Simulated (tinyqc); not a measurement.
Spin coating of a resist or spin-on film: centrifugal thinning, evaporation and the final thickness (Emslie and Meyerhofer models): one step, computed by the program tinyqc. Command: `OMP_NUM_THREADS=1 python tinyqc.py 3111313 3111314 out.jsonl spincoat walk`. One thread of a shared host (Intel(R) Xeon(R) Processor @ 2.30GHz), about 0.09 s of CPU time with the checks.

A Newtonian film stays uniform over the wafer; solvent and solids have the same density and the concentration is uniform through the thickness.

Question. Rates. omega = 2 pi f/60; nu(c) = nu_s + k c^gamma; evaporation rate e = e0 sqrt(f/1000 rpm). Flow constant K = 2 omega^2/(3 nu(c0)); Reynolds number of the air omega R^2/nu_air with nu_air = 15 mm^2/s.

Inputs (values chosen for the exercise, of the order of those of a polymer resist in an ester solvent):
```
quantity                                 value          unit
solids volume fraction c0                  0.2             -
kinematic viscosity of the solvent nu_s    1.2        mm^2/s
viscosity constant k                       450        mm^2/s
viscosity exponent gamma                   3.4             -
spin speed f                              2000           rpm
evaporation rate at 1000 rpm e0          0.078  micrometre/s
wafer radius R                              50            mm
```

Give: omega; nu(c0); evaporation rate e; flow constant K; Reynolds number of the air.

Answer.

omega = 209.4 1/s

nu(c0) = 3.091 mm^2/s

evaporation rate e = 0.1103 micrometre/s

flow constant K = 0.009460 1/(micrometre^2 s)

Reynolds number of the air = 34907
